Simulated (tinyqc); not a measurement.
Inside a calculation. Model: silicon n-p-n transistor, Gummel numbers and transit times.

tinyqc, about 0.01 s, one thread, Intel Xeon 2.30GHz (shared host): `OMP_NUM_THREADS=1 python tinyqc.py 2320004 2320005 out.jsonl` Printed values are rounded.

One-dimensional n-p-n transistor in the forward active mode at low injection. In the base p(x) = NB exp(-eta x/wb) and ni(x)^2 = ni^2 exp((g0 + g1 x/wb)/Vt); electrons leave the base at vsat; band spikes at the emitter junction and recombination inside the emitter are ignored.

Inputs (values chosen for the exercise); band and dielectric values close to those of silicon:
```
symbol    value    unit                                             meaning
T           400       K                                         temperature
Eg          1.1      eV                                            band gap
eps_r      11.6                                       relative permittivity
Nc      4.23e19   cm^-3              conduction-band density of states at T
Nv      4.08e19   cm^-3                 valence-band density of states at T
vsat     1.02e7    cm/s                                 saturation velocity
wb          490      nm                                  neutral base width
NB       1.4e18   cm^-3                     base doping at the emitter edge
eta         2.7                              doping falls as exp(-eta x/wb)
g0            0      eV       gap reduction at the emitter edge of the base
g1            0      eV      further gap reduction across the base (linear)
Dn           14  cm^2/s          electron diffusion coefficient in the base
NE         7e19   cm^-3                                      emitter doping
gE        0.077      eV  gap reduction in the emitter (negative: wider gap)
we          150      nm                               neutral emitter width
Dp          1.6  cm^2/s           hole diffusion coefficient in the emitter
Se          2e5    cm/s       recombination velocity at the emitter contact
tb         2e-7       s                       electron lifetime in the base
NC       7.2e15   cm^-3                                    collector doping
VCB         1.7       V                         collector-base reverse bias
```

Constants: q = 1.602176634e-19 C, kB = 1.380649e-23 J/K, Vt = kB T/q, eps0 = 8.8541878128e-14 F/cm where lengths are in cm. Results are converted to the units shown.

Range of the model: Heavy doping makes emitter or base degenerate; gE and g0 are to be read as apparent gap changes that include this.

## Base Gummel number and transit time

f(x) = p(x) ni^2/ni(x)^2; I(x) = integral from x to wb of f/Dn, plus f(wb)/vsat; base Gummel number GB = I(0); electron density per unit flux n/(J/q) = I/f; base transit time tauB = integral of I/f over the base. Trapezoid rule on 10 equal steps.

```
point,x (nm),f (cm^-3),I (s/cm^4),I/f (s/cm)
0,0.000,1.4e18,1.71235e12,1.22310e-6
1,49.000,1.06873e18,1.28032e12,1.19798e-6
2,98.000,8.15848e17,9.50516e11,1.16507e-6
3,147.000,6.22801e17,6.98752e11,1.12195e-6
4,196.000,4.75434e17,5.06561e11,1.06547e-6
5,245.000,3.62936e17,3.59846e11,9.91486e-7
6,294.000,2.77058e17,2.47847e11,8.94568e-7
7,343.000,2.11501e17,1.62350e11,7.67608e-7
8,392.000,1.61455e17,9.70823e10,6.01296e-7
9,441.000,1.23252e17,4.72587e10,3.83433e-7
10,490.000,9.40877e16,9.22429e9,9.80392e-8
```

GB = 1.71235e12 s/cm^4
tauB = 43.3622 ps

With 4000 steps GB = 1.702e12 s/cm^4 and tauB = 43.23 ps. A uniform base would give wb^2/(2 Dn) + wb/vsat = 90.6 ps; the built-in field, a drop of 2.70 Vt across the base, shortens the transit by a factor of 2.09.

## Gain, Early voltage and collector delay

ni = sqrt(Nc Nv) exp(-Eg/(2 Vt)), Eg in volts; GE = NE exp(-gE/Vt)(we/Dp + 1/Se); JC = J0 exp(VBE/Vt), J0 = q ni^2/GB; gain limited by back injection GE/GB, by base recombination tb/tauB, together 1/beta = the sum of the inverses; collector layer one-sided, Wc = sqrt(2 eps0 eps_r (Vbc + VCB)/(q NC)), Vbc = Vt ln(p(wb) NC/ni^2), Cjc = eps0 eps_r/Wc; Early voltage VA = GB q p(wb)/(f(wb) Cjc [1/Dn - (eta + g1/Vt)/(wb vsat)]), f(wb) = p(wb) exp(-(g0 + g1)/Vt), p(wb) = NB exp(-eta); tauC = Wc/(2 vsat).

ni = 4.88433e12 cm^-3
GE = 1.07783e14 s/cm^4
J0 = 2.23218e-6 A/cm^2
GE/GB = 62.9444
tb/tauB = 4612.31
beta = 62.0970
Wc = 638.796 nm
Cjc = 0.160785 fF/um^2
VA = 258.428 V
tauC = 3.13135 ps

The gain is limited more by back injection into the emitter. beta VA = 16000 V.
